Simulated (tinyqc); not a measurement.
Dielectric confinement in a thin film (image charges): one step. Self-energy across the film. Four cases, with inputs chosen for the exercise.

Task: S at 2z/t = 0, 0.2, 0.4, 0.6, 0.8 and 0.9, summed to n = 399.

A film |z| < t/2 of dielectric constant eps between half-spaces of dielectric constant e2; lam = (eps - e2)/(eps + e2), q = e^2/(4 pi eps0). The self-energy of a band edge is taken with the high-frequency value, e2 = eh, and the field of a fixed ion with the static one, e2 = eo. A charge at z has images lam^|n| at n t + (-1)^n z. Its self-energy is S(z) = (q/2 eps) sum over n >= 1 of lam^n [1/(n t - 2z) + 1/(n t + 2z)] for odd n and 2 lam^n/(n t) for even n; at the centre S(0) = -(q/(eps t)) ln(1 - lam).

Constants: e^2/(4 pi eps0) = 14.39964547 eV angstrom.

Case 1.

Values chosen (out of a larger set: near those of a Ge film between layers of HfO2; not measured data): t = 74 angstrom (film thickness); eps = 15.5 (dielectric constant of the film); eh = 4.1 (high-frequency dielectric constant outside).

Case 2.

Values chosen (out of a larger set: near those of a Si (100) film, two-fold valleys, between layers of SiO2; not measured data): t = 76 angstrom (film thickness); eps = 11.8 (dielectric constant of the film); eh = 2.1 (high-frequency dielectric constant outside).

Case 3.

Values chosen (out of a larger set: near those of a Si (100) film, two-fold valleys, between layers of SiO2; not measured data): t = 82 angstrom (film thickness); eps = 11.7 (dielectric constant of the film); eh = 2.1 (high-frequency dielectric constant outside).

Case 4.

Values chosen (out of a larger set: near those of a Si (100) film, two-fold valleys, between layers of Al2O3; not measured data): t = 80 angstrom (film thickness); eps = 12 (dielectric constant of the film); eh = 3.1 (high-frequency dielectric constant outside).

Give: Self-energy.

Result:

Case 1.

Self-energy:

| 2z/t | z (angstrom) | S (meV) |
|---|---|---|
| 0.0 | 0.0 | 10.94 |
| 0.2 | 7.4 | 11.25 |
| 0.4 | 14.8 | 12.35 |
| 0.6 | 22.2 | 15.08 |
| 0.8 | 29.6 | 23.99 |
| 0.9 | 33.3 | 42.16 |

Case 2.

Self-energy:

| 2z/t | z (angstrom) | S (meV) |
|---|---|---|
| 0.0 | 0.0 | 19.22 |
| 0.2 | 7.6 | 19.69 |
| 0.4 | 15.2 | 21.39 |
| 0.6 | 22.8 | 25.60 |
| 0.8 | 30.4 | 39.29 |
| 0.9 | 34.2 | 67.19 |

Case 3.

Self-energy:

| 2z/t | z (angstrom) | S (meV) |
|---|---|---|
| 0.0 | 0.0 | 17.85 |
| 0.2 | 8.2 | 18.30 |
| 0.4 | 16.4 | 19.88 |
| 0.6 | 24.6 | 23.81 |
| 0.8 | 32.8 | 36.56 |
| 0.9 | 36.9 | 62.55 |

Case 4.

Self-energy:

| 2z/t | z (angstrom) | S (meV) |
|---|---|---|
| 0.0 | 0.0 | 13.35 |
| 0.2 | 8.0 | 13.73 |
| 0.4 | 16.0 | 15.06 |
| 0.6 | 24.0 | 18.37 |
| 0.8 | 32.0 | 29.15 |
| 0.9 | 36.0 | 51.15 |

Towards the wall S diverges as (q lam/4 eps)/(distance), an artefact of the abrupt interface that the vanishing envelope makes harmless.

Computed by tinyqc, one run a case: `OMP_NUM_THREADS=1 python tinyqc.py N N+1 out.jsonl` with N = 1282206, 1282268, 1282270, 1282433; one thread of a shared Intel(R) Xeon(R) Processor @ 2.30GHz, about 0.07 s a run at most.
